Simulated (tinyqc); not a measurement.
Heated strip on a layer stack, thermal resistances with spreading: two steps of the calculation.

A long strip of width ws dissipates Pw per length on three layers over a heat sink. Heat is taken to spread at 45 degrees, so the width of the flow grows by twice the depth: w1 = ws + 2 t1, w2 = w1 + 2 t2, w3 = w2 + 2 t3 at the bottoms of the layers. This is a rule of thumb, not a solution of the heat equation.

Inputs (values chosen for the exercise); conductivities close to those of gallium nitride (layer 1), sapphire (layer 2) and solder (layer 3):
- T0 = 300 K (heat-sink temperature)
- ws = 10 um (width of the heated strip)
- Pw = 0.4 W/mm (power per length of the strip)
- t1 = 2.3 um (thickness of layer 1)
- k1 = 147 W/(m K) (conductivity of layer 1)
- Rb = 3.3 m^2 K/GW (boundary resistance between layers 1 and 2)
- t2 = 200 um (thickness of layer 2)
- k2 = 32.9 W/(m K) (conductivity of layer 2 at 300 K)
- p = 1.2 (exponent in k2(T) = k2 (300 K/T)^p)
- t3 = 20 um (thickness of layer 3)
- k3 = 52.1 W/(m K) (conductivity of layer 3)

Problem 1. Thermal resistances. Resistances times length: layer i, ln(w_i/w_(i-1))/(2 k_i) with w0 = ws; boundary, Rb/w1.

Give: resistance times length.

Solution 1.

resistance times length (K mm/W): layer 1 1.287, boundary 0.2260, layer 2 50.86, layer 3 0.8839

The largest part, 95.5 % of the sum, is layer 2.

Problem 2. Temperatures. From the sink upward: Ta = T0 + Pw R3; across layer 2 the Kirchhoff transform gives Tb^(1-p) = Ta^(1-p) + (1 - p)(300 K)^(-p) Pw R2; Tc = Tb + Pw Rboundary; Tj = Tc + Pw R1. With constant k2, Tj would be T0 + Pw times the sum of the resistances.

resistance times length (K mm/W): layer 1 1.2871988, boundary 0.22602740, layer 2 50.855512, layer 3 0.88391278

Wanted: temperatures; Tj with constant k2.

Solution 2.

temperatures (K): Ta 300.35, Tb 321.58, Tc 321.67, Tj 322.19
Tj with constant k2 = 321.30 K

The rise Tj - T0 is 22.2 K, 4.2 % above the value for constant k2.

Program tinyqc, `OMP_NUM_THREADS=1 python tinyqc.py 2520016 2520017 out.jsonl`; Intel Xeon 2.30GHz, shared host, one thread, about 0.01 s.
